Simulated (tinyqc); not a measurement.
FinFET, parasitic resistance, capacitance and delay: what each parasitic element costs.

Nf fins under one contact; each has gated perimeter p = 2 Hf + Wf and cross-section A = Hf Wf; contact width Wc = Nf pf, stack height Hs = Hf. Contact length Lc = CPP - Lg - 2 Lsp, shared by two neighbouring gates. Source and drain sides are equal. The formulas are first-order estimates, not field solutions.

Epitaxy sheet resistance Rsh = re/te, transfer length LT = sqrt(rc/Rsh), contact Rc = [sqrt(rc Rsh)/Wc] coth(Lc/(2 LT)); extension of one fin Rx = rx Lsp/A. With N fins: gate Cg = Cinv p N Lg; per side, plate Cp = ks eps0 [Wc (Hs + Hc) - N A]/Lsp, top fringe Cf = (2/pi) ks eps0 Wc ln(1 + Lg/(2 Lsp)), overlap Co = Cinv p N Lov. One fin: I = p Q vx u/(1 + |u|^1.8)^(1/1.8), Q = Cinv n Vt ln(1 + exp((Vg' - VT + dl Vd')/(n Vt))), u = Vd' mu/(vx Lg), Vg' = Vgs - v, Vd' = Vds - 2 v, with the drop on each side v = Rc (sum of I) + Rx I. Ieff = [I(Vgs = Vdd, Vds = Vdd/2) + I(Vdd/2, Vdd)]/2, total currents. With Cs = Cp + Cf + Co, the load of an inverter of two such devices driving an equal one is CL = 2 (Cg + 2 Cs) + 4 Cs + Cw (own drains counted twice for the Miller effect); delay CL Vdd/(2 Ieff). Each row removes one element and keeps the rest.

Parameters, values chosen for the exercise; values close to those of silicon logic devices: temperature T = 300 K; number of fins Nf = 1; fin height Hf = 50 nm; fin width Wf = 7 nm; fin pitch pf = 42 nm; contacted gate pitch CPP = 42 nm; gate length Lg = 20 nm; spacer length Lsp = 7 nm; relative permittivity of the spacer ks = 3.3; gate height above the channel stack Hc = 30 nm; contact resistivity rc = 1.7e-9 ohm cm^2; resistivity of the source-drain epitaxy re = 0.00044 ohm cm; current-carrying depth of the epitaxy te = 25 nm; resistivity of the extension rx = 0.00044 ohm cm; gate overlap Lov = 1.5 nm; inversion capacitance Cinv = 2.9 uF/cm^2; injection velocity vx = 1.3e7 cm/s; apparent mobility mu = 150 cm^2/(V s); threshold at zero drain voltage VT = 0.21 V; barrier lowering dl = 0.035 V/V; subthreshold factor n = 1.09; wire load Cw = 0.18 fF; supply voltage Vdd = 0.75 V.

Constants: q = 1.602176634e-19 C, kB = 1.380649e-23 J/K, eps0 = 8.8541878128e-12 F/m, Vt = kB T/q. Results are converted to the units shown.

One element removed at a time:

|  | Ieff (uA) | CL (aF) | delay (ps) |
|---|---|---|---|
| as given | 77.98 | 447.4 | 2.152 |
| no contact resistance | 129.4 | 447.4 | 1.297 |
| no extension resistance | 81.06 | 447.4 | 2.070 |
| air spacer (ks = 1) | 77.98 | 373.5 | 1.796 |
| no overlap | 77.98 | 410.2 | 1.973 |
| no wire | 77.98 | 267.4 | 1.286 |

What does the table show?

Gains in delay, largest first: no wire 40 %, no contact resistance 40 %, air spacer (ks = 1) 17 %, no overlap 8.3 %, no extension resistance 3.8 %.

Program tinyqc, `OMP_NUM_THREADS=1 python tinyqc.py 2170020 2170021 out.jsonl`; Intel Xeon 2.30GHz, shared host, one thread, about 0.02 s.
